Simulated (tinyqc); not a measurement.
# Absorption edge of a degenerate semiconductor, band filling against gap narrowing, step by step

tinyqc, about 0.01 s, one thread, Intel Xeon 2.30GHz (shared host): `OMP_NUM_THREADS=1 python tinyqc.py 2330099 2330100 out.jsonl` Printed values are rounded.

n-type, parabolic bands, full ionisation. eta = (EF - Ec)/kB T solves N = Nc F12(eta), F12(x) = (2/sqrt(pi)) int_0^infinity sqrt(u)/(1 + exp(u - x)) du. The gap shrinks rigidly by dEg = a3 y^(1/3) + a4 y^(1/4) + a2 y^(1/2), y = N/1e18 cm^-3, an empirical law that is here taken as the true narrowing.

Inputs (values chosen for the exercise); band and dielectric values close to those of gallium nitride: temperature T = 400 K; band gap Eg = 3.36 eV; conduction-band density of states at 400 K, from me Nc = 3.4e18 cm^-3; electron mass me = 0.198 m0; hole mass mh = 1.01 m0; ionised donor density N = 9.9e18 cm^-3; coefficient of (N/1e18)^(1/3) a3 = 11.2 meV; coefficient of (N/1e18)^(1/4) a4 = 6.1 meV; coefficient of (N/1e18)^(1/2) a2 = 3.8 meV.

Constants: q = 1.602176634e-19 C, kB = 1.380649e-23 J/K, h = 6.62607015e-34 J s, c = 299792458 m/s, Vt = kB T/q. Results are converted to the units shown.

Range of the model: Band tails, non-parabolic bands and incomplete ionisation are left out.

## Iteration 1: Fermi level

eta at the start (Boltzmann value) = 1.0688

Newton step on ln F12(eta) = ln(N/Nc): eta(new) = eta - ln(Nc F12/N) F12/Fm, Fm(x) = dF12/dx = (1/sqrt(pi)) int_0^infinity u^(-1/2)/(1 + exp(u - x)) du.

F12 = 1.64736
Fm = 1.05774
eta after iteration 1 = 1.95589

## Course of the iteration

Stop when eta changes by less than 1e-9.

Course of the iteration:
```
iteration,eta,change
1,1.95589,0.887
2,2.05838,0.102
3,2.05962,1.24e-3
4,2.05962,1.80e-7
5,2.05962,< 1e-13
```

Converged in 5 iterations.

## The optical edge

converged eta = 2.05962

Vertical transitions need an empty final state: the edge is taken where the state lies 4 kB T below EF, E_opt = Eg - dEg + (1 + me/mh) max(eta - 4, 0) kB T; wavelength h c/(q E_opt).

dEg = 46.8257 meV
EF - Ec = 70.9937 meV
filling shift = 0 meV
E_opt = 3.31317 eV
wavelength = 374.216 nm

The edge lies 46.8 meV below the undoped gap: narrowing outweighs filling.
